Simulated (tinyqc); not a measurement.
Koster-Slater impurity in a tight-binding band, by Green functions and by supercells: one step, computed by the program tinyqc. Command: `OMP_NUM_THREADS=1 python tinyqc.py 3013597 3013598 out.jsonl kosterslater walk`. One thread of a shared host (Intel(R) Xeon(R) Processor @ 2.30GHz), about 0.04 s of CPU time with the checks.

One orbital per site, e(k) = -2 t sum cos(k_i) over 3 direction(s), band from -6 t to 6 t, lattice constant 1. One site has the extra energy U. Spin is left out.

Problem. The level in the supercell. In a periodic cell of N sites along each direction with Bloch vector K, the level solves 1/U = N^-d sum_k 1/(E - e(k)), k_i = (2 pi m_i + K_i)/N, m_i = 0..N-1; the outermost root on the side of U is taken (bisection). d is the number of directions. Gamma means K_i = 0, the zone corner K_i = pi, the quarter point K_i = pi/2. The error is measured against the isolated level E_b.

Inputs (values chosen for the exercise, for a model band): hopping t = 1.4 eV; impurity potential U = -10.9 eV; supercell edge N = 2 sites.

Lattice: simple cubic.

level E_b = -12.03950 eV

Give: level at Gamma; level at the corner; level at the quarter point; error at Gamma; width between Gamma and the corner.

Solution.

level at Gamma = -13.161 eV

level at the corner = -10.9 eV

level at the quarter point = -12.011 eV

error at Gamma = -1.1213 eV

width between Gamma and the corner = 2.2608 eV

Images turn the level into a band 2.26 eV wide; the quarter point misses the isolated level by 0.029 eV, far less than Gamma, because the leading hopping between images averages out there.
